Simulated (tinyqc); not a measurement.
What moves the Fermi level: gated graphene: carriers, quantum capacitance and optical conductivity.

Cones E = +/- hv |k|, four flavours, D(E) = 2|E|/(pi hv^2). n = (2/pi)(kT/hv)^2 F_1(mu/kT), p = (2/pi)(kT/hv)^2 F_1(-mu/kT), in 1/angstrom^2 (1e16 for 1/cm^2); F_1(eta) = integral_0^infinity x dx/(1 + exp(x - eta)). Cq/e^2 = d(n - p)/d mu = (2 kT/(pi hv^2)) ln(2 + 2 cosh(mu/kT)).

Gate: V = mu/e + e (n - p)/Cox with Cox/e^2 = k/(4 pi e2 t), t in angstrom, e2 = e^2/(4 pi eps0); 1/(eV angstrom^2) in C/e^2 equals 1602.176634 microfarad/cm^2; total 1/C = 1/Cox + 1/Cq.

Constants: kB = 8.617333262e-05 eV/K; e^2/(4 pi eps0) = 14.39964547 eV angstrom.

Inputs chosen for the exercise (Fermi velocity near that of graphene, gate dielectric near HfO2; not measured data): hv = 6.31 eV angstrom (hbar vF); T = 77 K; k = 17.66 (dielectric constant of the gate layer); t = 10 nm (its thickness); V = 0.75 V (gate voltage from the neutrality point).

All results formed anew. Each row changes one parameter from the base and keeps the others.

Results:
```
case                   mu (eV)  n - p (1/cm^2)   C/Cox
base                    0.2474       4.905e+12  0.8021
V = 0.975 V             0.2891       6.694e+12  0.8257
t = 7 nm                0.2846       6.488e+12  0.7655
k = 21.19               0.2660       5.668e+12  0.7841
hv = 6.94 eV angstrom   0.2668       4.715e+12  0.7833
T = 177 K               0.2464       4.915e+12  0.8015
```

The largest shifts from the base row, up to three for each result and ties (the steps differ in size, so this ranks the rows, not the parameters). mu (eV): V +0.0417, t +0.0372, hv +0.0194. n - p (1/cm^2): V +1.79e+12, t +1.58e+12, k +7.63e+11. C/Cox: t -0.0366, V +0.0236, hv -0.0188.

Run: tinyqc, `OMP_NUM_THREADS=1 python tinyqc.py 1682726 1682727 out.jsonl`; Intel(R) Xeon(R) Processor @ 2.30GHz, one thread, shared host; about 0.01 s of CPU time with all checks.
